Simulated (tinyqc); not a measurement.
Worked calculation: Luttinger-Kohn k.p, four valence bands. One step of it, computed by the program tinyqc.

Question. Levels at k. Diagonalise the Hermitian matrix.

H(k) at k (eV), order 3/2, 1/2, -1/2, -3/2:
```
[[0.127661, -0.076734-0.058679i, -0.008077-0.052502i, 0.000000],
 [-0.076734+0.058679i, 0.148180, 0.000000, -0.008077-0.052502i],
 [-0.008077+0.052502i, 0.000000, 0.148180, 0.076734+0.058679i],
 [0.000000, -0.008077+0.052502i, 0.076734-0.058679i, 0.127661]]
```

Give: eigenvalues.

Answer.

eigenvalues (eV): [0.0272, 0.0272, 0.2486, 0.2486]
